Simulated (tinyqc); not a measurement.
Comparisons within one model: trap in a gate oxide as a short-range spherical well. A value that a table varies takes the place of the one given here.

A spherical well of radius R and depth V0 below the conduction edge, one mass m, c = hbar^2/2m0. The s level at binding Et solves k cot(k R) = -kappa with k = sqrt(m (V0 - Et)/c), kappa = sqrt(m Et/c); it exists for V0 > Vc = c (pi/2R)^2/m. Outside, psi falls as exp(-kappa r)/r.

Lucovsky model (delta well, plane-wave final states, no local-field factor): sigma = (32 pi alpha c/(3 n_r m Et)) (x - 1)^(3/2)/x^3, x = h nu/Et, c = hbar^2/2m0; 1 angstrom^2 = 1e-16 cm^2.

Energies from the conduction edge of the channel. The trap level at depth x is E_T = dEc - Et - e Fox x (1 MV/cm = 0.01 eV/angstrom). An electron at the channel edge tunnels with the WKB exponent S = (4/3) sqrt(m/c) [dEc^(3/2) - (dEc - e Fox x)^(3/2)]/(e Fox), c = hbar^2/2m0; tau = t0 exp(S); the occupation is f = 1/(1 + exp((E_T - EF)/kB T)), tau_c = tau/f and tau_e = tau/(1 - f). Lattice relaxation is left out; a level below the channel edge needs phonons as well, so tau is then a lower bound, while a level above it can also empty elastically at its own energy, through a thinner barrier, faster than this tau.

Constants: hbar^2/2m0 = 3.80998211 eV angstrom^2; fine-structure constant alpha = 0.007297352564; kB = 8.617333262e-05 eV/K.

Values chosen for the exercise (near those of SiO2 on 4H SiC; shifted at random, so the results belong to these values and not to a real crystal): R = 4.4 angstrom (radius of the well); m = 0.424 m0 (mass); fV = (1.06, 1.1, 1.24, 1.67, 2.35, 3.18, 6.71) (V0/Vc); n_r = 1.49 (refractive index); xs = (1.05, 1.16, 1.55, 1.94, 2.14, 2.75, 4.94, 8.94) (photon energies h nu/Et); dEc = 2.78 eV (conduction offset to the channel); Fox = 1.2 MV/cm (oxide field, lowering levels away from the channel); t0 = 0.63 x 1e-11 s (time constant at the interface); T = 300 K (temperature); EF = -0.04 eV (Fermi level above the channel edge); ds = (3, 6, 9, 12, 15, 18) angstrom (depths); V0 = 4.39 eV (depth of the well); x = 9 angstrom (depth of the trap).

## From threshold to a deep level

Et against the depth at fixed R; near threshold Et = (pi^2/16)(V0 - Vc)^2/Vc.

Results:

| V0/Vc | V0 (eV) | Et (eV) | threshold form (eV) | 1/kappa (angstrom) | share outside |
|---|---|---|---|---|---|
| 1.06 | 1.214 | 0.002436 | 0.002543 | 60.7 | 0.931 |
| 1.10 | 1.260 | 0.006584 | 0.007064 | 36.9 | 0.889 |
| 1.24 | 1.420 | 0.03467 | 0.04069 | 16.1 | 0.766 |
| 1.67 | 1.913 | 0.2148 | 0.3171 | 6.5 | 0.528 |
| 2.35 | 2.691 | 0.6633 | 1.287 | 3.7 | 0.343 |
| 3.18 | 3.642 | 1.346 | 3.357 | 2.6 | 0.233 |
| 6.71 | 7.684 | 4.819 | 23.03 | 1.4 | 0.088 |

The threshold form holds to 10 % up to V0/Vc = 1.10 of those listed. There the state is mostly outside the well (93 % in the first row) and knows only Et, which is why a delta-well model works; more than half is inside from V0/Vc = 2.35 on. A second s level would need V0/Vc > 9.

## Neutral against charged centre

Et = 1.93933 eV

Lucovsky cross-section, its shape relative to the peak, and the shape of a hydrogen-like centre relative to threshold: x^-4 exp(4 - 4 atan(e)/e)/(1 - exp(-2 pi/e)), e = sqrt(x - 1).

Results:

| x | h nu (eV) | sigma (1e-18 cm^2) | relative to peak | hydrogen-like |
|---|---|---|---|---|
| 1.05 | 2.036 | 0.734 | 0.077 | 0.878 |
| 1.16 | 2.250 | 3.12 | 0.328 | 0.671 |
| 1.55 | 3.006 | 8.33 | 0.876 | 0.303 |
| 1.94 | 3.762 | 9.49 | 0.999 | 0.161 |
| 2.14 | 4.150 | 9.44 | 0.994 | 0.122 |
| 2.75 | 5.333 | 8.46 | 0.891 | 0.059 |
| 4.94 | 9.580 | 4.93 | 0.519 | 0.010 |
| 8.94 | 17.338 | 2.38 | 0.251 | 0.002 |

The short-range centre starts from zero, reaches half its peak at x = 1.24 and peaks at x = 2; in the last row it still has 25 % of the peak. The Coulomb centre is largest at threshold and is down to 0.2 % there. Reading the peak as the threshold would misplace the level by a factor 2, here 1.94 eV. Rows above the gap, about 9 eV, are hidden by band-to-band absorption.

## Depth of the trap

Each depth has its own level and time; the corner frequency is 1/(2 pi tau).

Results:

| x (angstrom) | E_T (eV) | S | tau (s) | corner (Hz) | f |
|---|---|---|---|---|---|
| 3 | 0.805 | 3.33 | 1.8e-10 | 9.1e+08 | 0.000 |
| 6 | 0.769 | 6.63 | 4.8e-09 | 3.3e+07 | 0.000 |
| 9 | 0.733 | 9.91 | 1.3e-07 | 1.2e+06 | 0.000 |
| 12 | 0.697 | 13.17 | 3.3e-06 | 4.8e+04 | 0.000 |
| 15 | 0.661 | 16.41 | 8.5e-05 | 1.9e+03 | 0.000 |
| 18 | 0.625 | 19.63 | 0.0021 | 75 | 0.000 |

tau spans 7.1 decades, one decade for each 2.09 angstrom at the start and 2.15 at the end, where the field has thinned the barrier. Traps spread evenly in depth are thus spread nearly evenly in ln tau; if levels near EF exist at every depth, this sums to 1/f noise and to charging that grows as ln t. With the single Et of this table only depths where f is neither 0 nor 1 contribute. The level stays above EF at all these depths.

## What each parameter does

Et from the well, then the level and the time. Each row changes one parameter from the base and keeps the others.

Results:

| case | Et (eV) | E_T (eV) | log10 tau (s) | ln(tau_c/tau_e) |
|---|---|---|---|---|
| base | 1.939 | 0.733 | -6.90 | 29.9 |
| x = 11 angstrom | 1.939 | 0.709 | -5.95 | 29.0 |
| Fox = 2.2 MV/cm | 1.939 | 0.643 | -6.93 | 26.4 |
| dEc = 2.56 eV | 1.939 | 0.513 | -7.07 | 21.4 |
| m = 0.466 m0 | 2.092 | 0.580 | -6.69 | 24.0 |
| V0 = 4.61 eV | 2.120 | 0.552 | -6.90 | 22.9 |
| T = 350 K | 1.939 | 0.733 | -6.90 | 25.6 |
| EF = 0.01 eV | 1.939 | 0.733 | -6.90 | 28.0 |

The largest shifts from the base row, up to three for each result and ties (the steps differ in size, so this ranks the rows, not the parameters). Et (eV): V0 +0.181, m +0.153; unchanged at the printed digits by x, Fox, dEc, T and EF. E_T (eV): dEc -0.220, V0 -0.181, m -0.153; unchanged at the printed digits by T and EF. log10 tau (s): x +0.95, m +0.21, dEc -0.18; unchanged at the printed digits by V0, T and EF. ln(tau_c/tau_e): dEc -8.5, V0 -7.0, m -5.9.

Computed by tinyqc, a small Python program: `OMP_NUM_THREADS=1 python tinyqc.py 1281481 1281482 out.jsonl` (the numbers bound the seed that draws the inputs); one thread of a shared host (Intel(R) Xeon(R) Processor @ 2.30GHz), about 0.01 s for the whole set of steps.
